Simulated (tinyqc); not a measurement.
Chemically amplified photoresist: aerial image, acid generation, bake, development and line width: one step, computed by the program tinyqc. Command: `OMP_NUM_THREADS=1 python tinyqc.py 3023274 3023275 out.jsonl resist walk`. One thread of a shared host (Intel(R) Xeon(R) Processor @ 2.30GHz), about 0.02 s of CPU time with the checks.

Lines and spaces of pitch p with a two-beam-like image; x = 0 is the middle of the bright space. The resist is positive and treated as uniform in depth.

Question. Photon statistics at the edge. Dose E(x) = E [1 + c cos(2 pi x/p)]; acid h = 1 - exp(-C E(x)). Bake: the acid image is blurred by a Gaussian of variance sigma^2 = 2 D t (each Fourier term k of h, taken on 64 points, is multiplied by exp(-4 pi^2 k^2 D t/p^2)). The edge lies at x = width/2. Absorbed photons per volume N = E(edge) alpha/(photon energy), 1 mJ/cm^2 = 62.41509 eV/nm^2, alpha in 1/nm; a Gaussian blur averages over a volume V = (2 sqrt(pi) sigma)^3; relative noise 1/sqrt(N V); edge noise sigma_x = (dh/d ln E) noise/|dh/dx|, with both derivatives of the blurred acid at the edge.

Inputs (values chosen for the exercise, for a model resist at 13.5 nm): pitch p = 30 nm; image contrast c = 0.52; mean dose E = 8.17 mJ/cm^2; Dill parameter C = 0.045 cm^2/mJ; acid diffusivity D = 0.02 nm^2/s; bake time t = 90 s; photon energy = 91.84 eV; absorption coefficient alpha = 3.6 1/um.

space width = 15.03018 nm

diffusion length sigma = sqrt(2 D t) = 1.897367 nm

Give: absorbed photons N; photons in the blur volume; edge noise from photons.

Answer.

absorbed photons N = 0.01996 1/nm^3

photons in the blur volume = 6.072

edge noise from photons = 3.974 nm

Caution: lateral development, standing waves and the joint diffusion of acid and quencher are left out, so widths are indicative. Caution: with under about ten photons in the blur volume a Gaussian noise estimate is unreliable. Caution: the noise counts photons alone (acid and quencher statistics add to it) and takes the film as thicker than the blur; a thinner film averages in two dimensions only.
